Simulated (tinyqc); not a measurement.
Equation-of-state fits to an energy-volume table made by a known binding curve: one step, computed by the program tinyqc. Command: `OMP_NUM_THREADS=1 python tinyqc.py 3009375 3009376 out.jsonl eosfit walk`. One thread of a shared host (Intel(R) Xeon(R) Processor @ 2.30GHz), about 0.03 s of CPU time with the checks.

With x = (V/V_0)^(1/3), the energy per atom is E = D [m x^-n - n x^-m]/(n - m), so that B0 = D n m/(9 V_0) and B' = (n + m + 6)/3. B' = dB/dP at P = 0.

Problem. Errors of the Birch-Murnaghan fit. Third-order Birch-Murnaghan is a cubic in u = V^(-2/3): fit it by linear least squares, find the minimum, and take B0 = V E''(V), B' = -1 - V E'''/E'' there. Errors are fitted minus exact, relative; the pressure at c V_0 uses P = (3 B0/2) (x^7 - x^5) [1 + (3/4)(B' - 4)(x^2 - 1)], x = (V0/V)^(1/3) with the fitted values.

Inputs (values chosen for the exercise, for a model crystal): true volume V_0 = 17.7 angstrom^3/atom; compression V/V_0 for the pressure test = 0.7.

Binding curve: Mie. Noise: added.

fitted B0 = 78.65309 GPa

exact B0 = 78.54990 GPa

fitted B' = 5.671326

exact B' = 5.666667

fitted V0 = 17.69941 angstrom^3

exact pressure at c V_0 = 80.69221 GPa

Give: error of B0; error of B'; fitted pressure at c V_0; error of that pressure.

Solution.

error of B0 = 0.131 %

error of B' = 0.0822 %

fitted pressure at c V_0 = 76.7 GPa

error of that pressure = -4.97 %
